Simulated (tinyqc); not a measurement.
Core-shell quantum dot (spherical envelope functions): one step. Shooting at a trial energy. Two cases, with inputs chosen for the exercise.

Problem. Carry the electron solution outwards.

Parabolic bands; strain and other valleys are left out. s states, u = r psi, hard wall at R + H, c = hbar^2/2m0, energies from the band edges of the core. Core: u = sin(k1 r)/k1, k1 = sqrt(m1 E/c). At R, psi and psi'/m are continuous, so u is continuous and its slope in the shell is s = u/R + (m2/m1)(u' - u/R). Shell: u(R + x) = u(R) cos(k2 x) + s sin(k2 x)/k2, k2 = sqrt(m2 (E - V)/c); for negative arguments the functions turn into sinh and cosh. A level has u(R + H) = 0.

Constants: hbar^2/2m0 = 3.80998211 eV angstrom^2.

Give: k1^2; k2^2; u(R); s; u(R + H).

Case 1.

Values chosen (near those of a CdTe/CdSe core-shell dot; the results hold for these values, not for the real material): R = 29 angstrom (core radius); H = 25 angstrom (shell thickness); Vc = -0.304 eV (conduction edge of the shell above that of the core); me1 = 0.104 m0 (electron, core); me2 = 0.126 m0 (electron, shell); E = -0.078 eV (trial energy of the electron).

Solution.

k1^2 = -0.0021291 1/angstrom^2
k2^2 = 0.0074741 1/angstrom^2
u(R) = 38.463 angstrom
s = 2.1875
u(R + H) = -0.398 angstrom

u(R + H) is negative: one node has entered, so the lowest level lies below the trial energy.

Case 2.

Values chosen (near those of a CdTe/CdSe core-shell dot; the results hold for these values, not for the real material): R = 28 angstrom (core radius); H = 27 angstrom (shell thickness); Vc = -0.293 eV (conduction edge of the shell above that of the core); me1 = 0.097 m0 (electron, core); me2 = 0.13 m0 (electron, shell); E = -0.116 eV (trial energy of the electron).

Solution.

k1^2 = -0.0029533 1/angstrom^2
k2^2 = 0.0060394 1/angstrom^2
u(R) = 40.127 angstrom
s = 2.7277
u(R + H) = 10.130 angstrom

u(R + H) is positive: no node yet, so the lowest level lies above the trial energy.

Computed by tinyqc, one run a case: `OMP_NUM_THREADS=1 python tinyqc.py N N+1 out.jsonl` with N = 1280240, 1280265; one thread of a shared Intel(R) Xeon(R) Processor @ 2.30GHz, about 0.07 s a run at most.
